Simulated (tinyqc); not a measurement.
What each parameter does: heterojunction of two tight-binding chains.

Left chain: hopping -t1, sites at 2 t1 (band bottom 0). Right chain: hopping -t2, sites at dE + 2 t2 (bottom dE). t = c/(m a^2), c = hbar^2/2m0. The bond across the interface is -tc with tc = f sqrt(t1 t2), and the last left site has the extra energy U. In a chain E = bottom + 2t (1 - cos(ka)); the surface Green function of a half chain is g = -exp(ika)/t, with Im k > 0 where cos(ka) > 1.

Constants: hbar^2/2m0 = 3.80998211 eV angstrom^2.

Inputs chosen for the exercise (masses and offset of the size met at InAs / GaSb; not measured data):
```
symbol  value  unit      meaning
a       4      angstrom  site spacing
m1      0.026  m0        mass on the left
m2      0.038  m0        mass on the right
dE      0.89   eV        band offset
f       0.97             factor on the interface hopping
U       -0.61  eV        extra energy on the last left site
E       0.903  eV        electron energy
```

T = 4 Im(S1) Im(S2) |G|^2 with G = 1/(E - 2 t1 - U - S1 - S2), S1 = -t1 exp(i k1 a), S2 = -(tc^2/t2) exp(i k2 a).

Results for these values:
```
case       T    k1 a    k2 a
base  0.4162  0.3153  0.0456
```

What happens to each result for m1 = 0.0312 m0, all else kept?

Answer: T falls from 0.4162 to 0.3822; k1 a rises from 0.3153 to 0.3457; k2 a does not change at the printed digits.

The same for each parameter in turn:
```
case                   T    k1 a    k2 a
base              0.4162  0.3153  0.0456
m1 = 0.0312 m0    0.3822  0.3457  0.0456
m2 = 0.0456 m0    0.4458  0.3153  0.0499
dE = 0.84 eV      0.7033  0.3153  0.1003
f = 0.873         0.3213  0.3153  0.0456
U = -0.41 eV      0.4227  0.3153  0.0456
a = 3.2 angstrom  0.4241  0.2519  0.0364
```

Program tinyqc; command `OMP_NUM_THREADS=1 python tinyqc.py 1452236 1452237 out.jsonl`; about 0.01 s on one thread of a shared Intel(R) Xeon(R) Processor @ 2.30GHz.
